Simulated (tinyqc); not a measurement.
## Gain factor and gap resistance from two string resistances

Question. At small bit-line voltage each of the 96 cells has the resistance 1/(K x) at overdrive x (no mobility reduction) in series with a gap resistance Rg. Find K, Rg and the share of the gaps at the higher overdrive.

resistance of a string of 96 equal cells at overdrives of 3.2 and 7.9 V (kohm): 2653.2923  1280.3614

Solution. The resistance per cell is a straight line in 1/x with slope 1/K and intercept Rg.

K = 13.00 uA/V^2
Rg = 3.600 kohm
share of the gaps = 26.99 %

Numbers from tinyqc (`OMP_NUM_THREADS=1 python tinyqc.py 2142182 2142183 out.jsonl`; about 0.5 s on one thread of a shared Intel Xeon 2.30GHz).
